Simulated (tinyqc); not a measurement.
From isotopically pure to strongly disordered: Debye-Callaway model of lattice thermal conductivity. Computed by tinyqc, a small Python program. Command: `OMP_NUM_THREADS=1 python tinyqc.py 3020263 3020264 out.jsonl callaway sweep`. One thread of a shared host (Intel(R) Xeon(R) Processor @ 2.30GHz), about 0.03 s of CPU time with the checks.

Three acoustic branches with one velocity v, cut at omega_D = k_B Theta/hbar; x = hbar omega/(k_B T). v and Theta are separate inputs: Theta cuts off the heat-carrying modes, so C need not reach 3 k_B/V. gamma is an effective value that sets the umklapp rate.

Inputs (values chosen for the exercise, modelled on indium phosphide):
```
quantity                              value        unit
sound velocity v                       3370         m/s
Debye temperature Theta                 324           K
volume per atom V                      25.3  angstrom^3
mean atomic mass M                     72.9           u
effective Grueneisen parameter gamma   1.58           -
umklapp exponent divisor b              2.5           -
Casimir length L                       1900  micrometre
temperature T                           400           K
```

Sample: crystal. Point defects: isotopes. Normal processes: left out.

Constants: k_B = 1.380649e-23 J/K; hbar = 1.054571817e-34 J s; u = 1.6605390666e-27 kg.

Method:
- Gamma is given directly by the isotope mixture. A = V Gamma/(4 pi v^3).
- Rates: point defects A omega^4; umklapp B omega^2 T exp(-Theta/(b T)) with B = hbar gamma^2/(M v^2 Theta). Boundaries: v/L.
- kappa_1 = c int tau_C g dx, g = x^4 e^x/(e^x - 1)^2, c = (k_B/(2 pi^2 v)) (k_B T/hbar)^3, over 0 < x < min(Theta/T, 40), by 96 Gauss-Legendre points in s with x = x_max s^2; tau_C = tau_R, the inverse of the summed rates, and kappa = kappa_1.
- Heat capacity C = 3 c int g dx / v^2; grey free path 3 kappa/(C v); the median free path v tau_C halves kappa_1 when the quadrature points are ordered by free path (each counted at half its weight, interpolated in the logarithm); likewise at 10 % and 90 %.

One run for each value:
```
mass variance Gamma  kappa (W/(m K))  median free path (nm)  grey free path (nm)
1.00e-07                      50.374                  44.70               33.215
5.00e-07                      50.371                  44.70               33.212
2.00e-06                      50.357                  44.71               33.203
1.00e-05                      50.284                  44.76               33.155
5.00e-05                      49.923                  45.00               32.917
3.00e-04                      47.861                  46.55               31.557
1.00e-03                      43.374                  50.78               28.599
6.00e-03                      29.663                  77.67               19.558
3.00e-02                      16.503                 179.41               10.881
```

Over the rows, kappa (W/(m K)) falls from 50.4 to 16.5; median free path (nm) rises from 44.7 to 179; grey free path (nm) falls from 33.2 to 10.9. At the low end the exponent of kappa is 0.00, close to 0: so few defects do not matter. Rayleigh scattering grows as omega^4, so it removes the short waves first and leaves the heat to longer ones; each further decade of defects therefore costs less than a decade of kappa (steepest exponent here -0.36).
